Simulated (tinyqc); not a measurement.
One-sided p+-n junction, ionisation integral and breakdown: two steps of the calculation.

A p+ layer at x < 0 and an n drift layer from x = 0. Depletion approximation, built-in voltage neglected. Local ionisation coefficients alpha_n = an exp(-(bn/E)^mx), alpha_p = ap exp(-(bp/E)^mx). Electrons move towards +x, holes towards x = 0.

Inputs (values chosen for the exercise); material values close to those of silicon:
- eps_r = 11.9 (relative permittivity)
- an = 7.33e5 1/cm (prefactor of the electron ionisation coefficient)
- bn = 1.29e6 V/cm (field constant for electrons)
- ap = 1.63e6 1/cm (prefactor of the hole ionisation coefficient)
- bp = 2.06e6 V/cm (field constant for holes)
- mx = 1 (exponent)
- N = 1.4e16 cm^-3 (donor density of the drift layer)
- V = 41.8 V (reverse voltage)
- fr = 0.5 (share of the depleted width that the grid covers)

Constants: q = 1.602176634e-19 C, eps0 = 8.8541878128e-14 F/cm where lengths are in cm. Results are converted to the units shown.

Question 1. Field and ionisation coefficients on a grid. W = sqrt(2 eps0 eps_r V/(q N)), peak field E0 = q N W/(eps0 eps_r), falling linearly to 0 at W. Grid: 10 equal steps from 0 to fr W.

Wanted: W; x; E; alpha_n; alpha_p.

Answer 1.

W = 1.9817 um

```
point   x (um)  E (kV/cm)  alpha_n (1/cm)  alpha_p (1/cm)
0      0.00000     421.87           34443           12345
1      0.09908     400.77           29323          9547.4
2      0.19817     379.68           24521          7175.7
3      0.29725     358.59           20079          5215.1
4      0.39633     337.49           16036          3641.9
5      0.49542     316.40           12429          2424.4
6      0.59450     295.31          9288.7          1522.8
7      0.69359     274.21          6637.7          890.41
8      0.79267     253.12          4485.0          476.11
9      0.89175     232.03          2822.0          227.19
10     0.99084     210.93          1618.4          93.499
```

Question 2. Ionisation integrals by the trapezoid rule. G(x) = integral from 0 to x of (alpha_n - alpha_p); I_n = integral of alpha_n exp(-G) (electrons injected at x = 0), I_p = integral of alpha_p exp(G(end) - G) (holes injected at the far edge); M = 1/(1 - I). All integrals by the trapezoid rule on the grid.

```
point      x (um)  alpha_n (1/cm)  alpha_p (1/cm)
0      0.00000000       34442.889       12345.208
1      0.09908360       29322.744       9547.3576
2      0.19816720       24521.302       7175.7331
3      0.29725080       20079.175       5215.0579
4      0.39633440       16036.090       3641.8840
5      0.49541800       12428.864       2424.3874
6      0.59450160       9288.6978       1522.7605
7      0.69358519       6637.7407       890.40756
8      0.79266879       4485.0089       476.10814
9      0.89175239       2821.9578       227.18992
10     0.99083599       1618.4347       93.499484
```

Give: G; alpha_n exp(-G); I_n; I_p; M_n; M_p.

Answer 2.

```
point       G  alpha_n exp(-G) (1e4 1/cm)
0      0.0000                      3.4443
1      0.2074                      2.3829
2      0.3914                      1.6580
3      0.5509                      1.1574
4      0.6860                      0.8076
5      0.7969                      0.5602
6      0.8850                      0.3834
7      0.9519                      0.2562
8      1.0003                      0.1650
9      1.0330                      0.1004
10     1.0534                      0.0564
```

I_n = 0.91369
I_p = 0.73755
M_n = 11.587
M_p = 3.8102

tinyqc, about 0.03 s, one thread, Intel Xeon 2.30GHz (shared host): `OMP_NUM_THREADS=1 python tinyqc.py 2120005 2120006 out.jsonl`
